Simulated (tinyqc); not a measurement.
Worked calculation: empirical pseudopotential in a few plane waves. One step of it, computed by the program tinyqc.

Question. Levels at k. Diagonalise the Hermitian matrix.

H(k) at k (eV):
```
           +0+0+0     -1-1-1     -1-1+1     -1+1-1     -1+1+1     +1-1-1     +1-1+1     +1+1-1
+0+0+0   0.088040   2.395549  -2.395549  -2.395549  -2.395549  -2.395549  -2.395549  -2.395549
-1-1-1   2.395549  12.374561   0.000000   0.000000   0.054423   0.000000   0.054423   0.054423
-1-1+1  -2.395549   0.000000  12.687594  -0.054423   0.000000  -0.054423   0.000000   0.000000
-1+1-1  -2.395549   0.000000  -0.054423  10.183335   0.000000  -0.054423   0.000000   0.000000
-1+1+1  -2.395549   0.054423   0.000000   0.000000  10.496367   0.000000  -0.054423  -0.054423
+1-1-1  -2.395549   0.000000  -0.054423  -0.054423   0.000000  13.157142   0.000000   0.000000
+1-1+1  -2.395549   0.054423   0.000000   0.000000  -0.054423   0.000000  13.470175  -0.054423
+1+1-1  -2.395549   0.054423   0.000000   0.000000  -0.054423   0.000000  -0.054423  10.965916
+1+1+1   2.395549   0.000000   0.054423   0.054423   0.000000   0.054423   0.000000   0.000000
-2+0+0   0.000000  -2.395549  -2.395549  -2.395549   2.395549   0.471413  -0.471413  -0.471413
+0-2+0   0.000000  -2.395549  -2.395549   0.471413  -0.471413  -2.395549   2.395549  -0.471413
+0+0-2   0.000000  -2.395549   0.471413  -2.395549  -0.471413  -2.395549  -0.471413   2.395549
+0+0+2   0.000000  -0.471413   2.395549  -0.471413  -2.395549  -0.471413  -2.395549   0.471413
+0+2+0   0.000000  -0.471413  -0.471413   2.395549  -2.395549  -0.471413   0.471413  -2.395549
+2+0+0   0.000000  -0.471413  -0.471413  -0.471413   0.471413   2.395549  -2.395549  -2.395549

           +1+1+1     -2+0+0     +0-2+0     +0+0-2     +0+0+2     +0+2+0     +2+0+0
+0+0+0   2.395549   0.000000   0.000000   0.000000   0.000000   0.000000   0.000000
-1-1-1   0.000000  -2.395549  -2.395549  -2.395549  -0.471413  -0.471413  -0.471413
-1-1+1   0.054423  -2.395549  -2.395549   0.471413   2.395549  -0.471413  -0.471413
-1+1-1   0.054423  -2.395549   0.471413  -2.395549  -0.471413   2.395549  -0.471413
-1+1+1   0.000000   2.395549  -0.471413  -0.471413  -2.395549  -2.395549   0.471413
+1-1-1   0.054423   0.471413  -2.395549  -2.395549  -0.471413  -0.471413   2.395549
+1-1+1   0.000000  -0.471413   2.395549  -0.471413  -2.395549   0.471413  -2.395549
+1+1-1   0.000000  -0.471413  -0.471413   2.395549   0.471413  -2.395549  -2.395549
+1+1+1  11.278948  -0.471413  -0.471413  -0.471413  -2.395549  -2.395549  -2.395549
-2+0+0  -0.471413  14.957079  -0.054423  -0.054423   0.054423   0.054423   0.000000
+0-2+0  -0.471413  -0.054423  17.930886  -0.054423   0.054423   0.000000   0.054423
+0+0-2  -0.471413  -0.054423  -0.054423  15.426627   0.000000   0.054423   0.054423
+0+0+2  -2.395549   0.054423   0.054423   0.000000  16.052692  -0.054423  -0.054423
+0+2+0  -2.395549   0.054423   0.000000   0.054423  -0.054423  13.548433  -0.054423
+2+0+0  -2.395549   0.000000   0.054423   0.054423  -0.054423  -0.054423  16.522241
```

Give: eigenvalues.

Answer.

eigenvalues (eV): [-3.052, 5.804, 7.552, 7.585, 8.406, 11.601, 11.988, 12.028, 15.138, 15.471, 15.809, 19.130, 19.940, 20.083, 21.657]
